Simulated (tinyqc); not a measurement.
ESD clamp with bipolar snapback, compact model and design window: two steps of the calculation.

The drain junction multiplies the current that enters it: Igen = (M - 1)(Ic + I0), M = 1/(1 - (Vj/BV)^n). The generated holes leave through the substrate resistance and the base of the parasitic npn: Igen = Vb/Rb + Ic/be, Ic = Is exp(Vb/Vt). Terminal current I = Ic + I0 + Igen and voltage V = Vj + I Ro, per width. Isothermal, constant gain.

Parameters, values chosen for the exercise; values close to those of grounded-gate n-channel clamps:
- T = 300 K (temperature)
- BV = 7.3 V (junction breakdown voltage)
- n = 2.6 (exponent of the multiplication)
- be = 10.9 (current gain of the parasitic npn)
- Is = 1.1e-18 A/um (saturation current)
- I0 = 2.4e-12 A/um (junction leakage)
- Rb = 48000 ohm um (substrate resistance)
- Ro = 480 ohm um (drain ballast and contact resistance)
- It2 = 9.1 mA/um (failure current for 100 ns)

Constants: q = 1.602176634e-19 C, kB = 1.380649e-23 J/K, Vt = kB T/q. Results are converted to the units shown.

Task 1. The snapback curve. For given Vb: Ic, Igen, M = 1 + Igen/(Ic + I0), Vj = BV (1 - 1/M)^(1/n), I and V.

Vb, point 0 to 8 (V): [0.05, 0.3, 0.475, 0.535, 0.585, 0.725, 0.854, 0.874, 0.904]

Find: Ic; M; Vj; I; V.

Result 1.

```
point  Ic (uA/um)        M  Vj (V)  I (uA/um)  V (V)
0       7.609e-12  4.340e5   7.300      1.042  7.300
1        1.206e-7  2.480e6   7.300      6.250  7.303
2        1.050e-4  9.217e4   7.300      9.896  7.305
3        0.001069  1.040e4   7.300      11.15  7.305
4        0.007395     1649   7.298      12.20  7.304
5           1.663    10.17   7.015      16.92  7.023
6           244.3    1.165   3.439      284.5  3.576
7           529.6    1.126   3.145      596.4  3.431
8            1690    1.103   2.932       1864  3.826
```

V peaks at Vt1 = 7.305 V and falls to Vh = 3.431 V: once the npn supplies current, a small M feeds the base. At high current M tends to 1 + 1/be and Vj to BV (1 + be)^(-1/n) = 2.816 V.

Task 2. Base voltage at the failure current. I(Vb) = Ic (1 + 1/be) + I0 + Vb/Rb, I' = Ic (1 + 1/be)/Vt + 1/Rb; Newton steps on ln I: Vb(new) = Vb - ln(I/It2) I/I'. V follows from the introduction.

Vb at the start = 0.81 V

Find: I; V; I'; Vb after iteration 1.

Result 2.

I = 0.065506 mA/um
V = 4.7411 V
I' = 1.9020 mS/um
Vb after iteration 1 = 0.97993 V

Program tinyqc, `OMP_NUM_THREADS=1 python tinyqc.py 2670105 2670106 out.jsonl`; Intel Xeon 2.30GHz, shared host, one thread, about 0.02 s.
